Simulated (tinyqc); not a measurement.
Charge neutrality level from zone-averaged pseudopotential bands: one step. The neutrality level. Two cases, with inputs chosen for the exercise.

Problem. Energies are counted from the valence top at Gamma. E_N = (1/2) weighted mean of [E5 + (E3 + E4)/2]. Compare with half the smallest indirect gap, min(Delta/X, L)/2, and give the barrier for electrons in the limit of full pinning, min(gaps) - E_N.

Case 1.

Levels (eV):
```
kx              ky        kz  weight         E3         E4        E5        E6
0.125000  0.125000  0.125000       2  -0.235362  -0.235362  2.028105  3.887746
0.375000  0.125000  0.125000       6  -1.179868  -1.135726  2.486901  3.606646
0.375000  0.375000  0.125000       6  -2.127494  -0.703425  2.456572  4.333911
0.375000  0.375000  0.375000       2  -0.994603  -0.994603  1.089336  4.329654
0.625000  0.125000  0.125000       6  -2.412536  -1.978762  1.749786  3.243808
0.625000  0.375000  0.125000      12  -3.057209  -1.720426  3.083016  3.927131
0.625000  0.375000  0.375000       6  -2.210786  -1.413752  2.039474  3.995954
0.625000  0.625000  0.125000       6  -3.632895  -1.700399  2.165196  5.478002
0.875000  0.125000  0.125000       6  -3.073899  -2.430988  1.315894  2.349236
0.875000  0.375000  0.125000      12  -3.627637  -2.627506  2.742828  4.659947
```

gaps to Gamma, Delta/X, L (eV): 1.244491  0.994901  0.933225

Case 2.

Levels (eV):
```
kx              ky        kz  weight         E3         E4        E5        E6
0.166667  0.166667  0.166667       2  -0.451371  -0.451371  2.826135  4.070364
0.500000  0.166667  0.166667       6  -2.093320  -1.839558  2.332508  4.548563
0.500000  0.500000  0.166667       6  -3.227771  -1.369561  2.863788  4.576630
0.500000  0.500000  0.500000       1  -1.286989  -1.286989  1.792084  3.939893
0.833333  0.166667  0.166667       6  -3.833262  -2.711031  1.291662  3.044051
0.833333  0.500000  0.166667       6  -4.230039  -2.910105  3.705830  4.075193
```

gaps to Gamma, Delta/X, L (eV): 3.364943  0.778063  1.792084

Give: mean of E5; mean of (E3 + E4)/2; E_N; half the indirect gap; pinned barrier for electrons.

Solution.

Case 1.

mean of E5 = 2.3348 eV
mean of (E3 + E4)/2 = -2.1978 eV
E_N = 0.0685 eV
half the indirect gap = 0.4666 eV
pinned barrier for electrons = 0.8647 eV

E_N lies at 7 % of the gap from the valence top, so pinned contacts have the lower barrier for holes. The two estimates differ by 0.40 eV; both rules are good to a few tenths of an eV only, so a position within that distance of a band edge or of mid-gap is not settled. Local form factors place the indirect gaps only to a few tenths of an eV, and E_N moves with them. Spin-orbit coupling, left out, would lift the valence top by a third of its splitting.

Case 2.

mean of E5 = 2.5410 eV
mean of (E3 + E4)/2 = -2.5494 eV
E_N = -0.0042 eV
half the indirect gap = 0.3890 eV
pinned barrier for electrons = 0.7823 eV

E_N lies below the valence top by 0.004 eV. The two estimates differ by 0.39 eV; both rules are good to a few tenths of an eV only, so a position within that distance of a band edge or of mid-gap is not settled. Local form factors place the indirect gaps only to a few tenths of an eV, and E_N moves with them. Spin-orbit coupling, left out, would lift the valence top by a third of its splitting.

Computed by tinyqc, one run a case: `OMP_NUM_THREADS=1 python tinyqc.py N N+1 out.jsonl` with N = 1850111, 1850124; one thread of a shared Intel(R) Xeon(R) Processor @ 2.30GHz, about 0.09 s a run at most.
